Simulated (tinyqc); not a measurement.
Critical points: density of states of one tight-binding band on the triangular lattice.

E(k) = -2 t (cos 2 pi k1 + cos 2 pi k2 + cos 2 pi (k1 + k2)); k in fractions of the reciprocal vectors, mesh k_i = j/N with j = 0 .. N-1. Densities are per cell and per spin, so the band holds one state.

Parameters, chosen for this exercise: t = 1.37 eV (nearest hopping).

The gradient vanishes at these points by symmetry; the signs of the eigenvalues of the second-derivative matrix give the type.

Critical points:

| point | k | E (eV) | positive | negative | type |
|---|---|---|---|---|---|
| Gamma | (0, 0) | -8.2200 | 2 | 0 | minimum |
| M | (0.5, 0) | 2.7400 | 1 | 1 | saddle |
| K | (0.3333, 0.3333) | 4.1100 | 0 | 2 | maximum |

What does the comparison show?

Gamma is a minimum at -8.220 eV: g has a step there. M is a saddle at 2.740 eV: g diverges logarithmically there. K is a maximum at 4.110 eV: g has a step there.

Computed by tinyqc, a small Python program: `OMP_NUM_THREADS=1 python tinyqc.py 1680309 1680310 out.jsonl` (the numbers bound the seed that draws the inputs); one thread of a shared host (Intel(R) Xeon(R) Processor @ 2.30GHz), about 0.09 s for the whole set of steps.
